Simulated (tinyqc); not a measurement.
Microkinetic model of low-temperature epitaxy from hydride gases: adsorption, hydrogen desorption and rate control: one step, computed by the program tinyqc. Command: `OMP_NUM_THREADS=1 python tinyqc.py 3007649 3007650 out.jsonl hepi walk`. One thread of a shared host (Intel(R) Xeon(R) Processor @ 2.30GHz), about 0.01 s of CPU time with the checks.

Each hydride molecule needs two free sites and leaves four hydrogen atoms, of which two leave at once as H2; theta is the hydrogen coverage, the site density is 6.78 per nm^2 and one layer is 1.358 angstrom thick.

Problem. Rate constants. Flux per site F = p/(sqrt(2 pi M k_B T) x 6.78e18 per m^2), M = 32.12 u (silane), 2.016 u (hydrogen); s = s0 exp(-E_s/(k_B T)); k_S = s F_S = k; k_H = s_H F_H; k_d = nu_d exp(-E_d/(k_B T)). Temperatures in kelvin are T(C) + 273.15.

Inputs (values chosen for the exercise, close to those used for silane, with second-order desorption as on Si(111) but the site density of Si(001)):
```
quantity                            value  unit
silane pressure p_S                  0.15    Pa
sticking prefactor of silane s0     0.023     -
adsorption barrier E_s               0.18    eV
desorption prefactor nu_d           5e+11   1/s
desorption energy on silicon E_d     2.17    eV
hydrogen carrier pressure p_H           0    Pa
sticking of hydrogen s_H          1.5e-08     -
temperature T                         500     C
```

Film: silicon. Order of hydrogen desorption: second.

Constants: k_B = 8.617333262e-05 eV/K; u = 1.6605390666e-27 kg; k_B = 1.380649e-23 J/K.

Give: k; k_H; k_d.

Solution.

k = 0.5708 1/s

k_H = 0 1/s

k_d = 0.003580 1/s
